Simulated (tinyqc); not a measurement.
Band bending at a free surface with a continuum of surface states, surface photovoltage and Kelvin probe: two steps of the calculation.

n-type bulk, xi = Ec - EF = Vt ln(Nc/Nd), p0 = ni^2/Nd, ni = sqrt(Nc Nv) exp(-Eg/(2 Vt)), Eg in volts. b is the upward band bending, u = b/Vt. Space charge per area, in units of q: Qc = sign(b) sqrt((2 eps0 eps_r Vt/q) [(Nd + dn)(exp(-u) - 1) + Nd u + (p0 + dn)(exp(u) - 1)]), with dn the excess density under light (flat quasi-Fermi levels; 0 in the dark). The states hold -Ds (E0 - xi - b): negative while the Fermi level lies above the neutrality level. Neutrality: Qc + Qf + (charge of the states) = 0.

Inputs (values chosen for the exercise); band and dielectric values close to those of silicon:

| symbol | value | unit | meaning |
|---|---|---|---|
| T | 300 | K | temperature |
| Eg | 1.11 | eV | band gap |
| eps_r | 11.9 |  | relative permittivity |
| Nc | 2.79e19 | cm^-3 | conduction-band density of states at T |
| Nv | 2.64e19 | cm^-3 | valence-band density of states at T |
| chi | 4.07 | eV | electron affinity |
| Nd | 2.3e17 | cm^-3 | donor density |
| pt | 4.61 | eV | work function of the probe tip |
| E0 | 0.33 | eV | depth of their neutrality level below the conduction edge |

Constants: q = 1.602176634e-19 C, kB = 1.380649e-23 J/K, Vt = kB T/q, eps0 = 8.8541878128e-14 F/cm where lengths are in cm. Results are converted to the units shown.

Question 1. Bulk quantities. xi, ni, p0, the Debye length sqrt(eps0 eps_r Vt/(q Nd)) and the flat-band work function chi + xi.

Find: xi; ni; p0; Debye length; chi + xi.

Answer 1.

xi = 0.12405 eV
ni = 1.2883e10 cm^-3
p0 = 721.61 cm^-3
Debye length = 8.5976 nm
chi + xi = 4.1940 eV

Question 2. Work function and Kelvin-probe reading. Work function chi + xi + b; contact potential difference CPD = (work function of the sample) - pt. Depth of EF below Ec at the surface: xi + b. Depletion width Qc/Nd.

converged b = 0.17200413 V

Give: xi + b; Qc; Qc/Nd; work function; CPD.

Answer 2.

xi + b = 0.29605 eV
Qc = 6.6500e11 cm^-2
Qc/Nd = 28.913 nm
work function = 4.3660 eV
CPD = -243.95 mV

The Fermi level lies 34.0 meV above the neutrality level.

Program tinyqc, `OMP_NUM_THREADS=1 python tinyqc.py 2430064 2430065 out.jsonl`; Intel Xeon 2.30GHz, shared host, one thread, about 0.01 s.
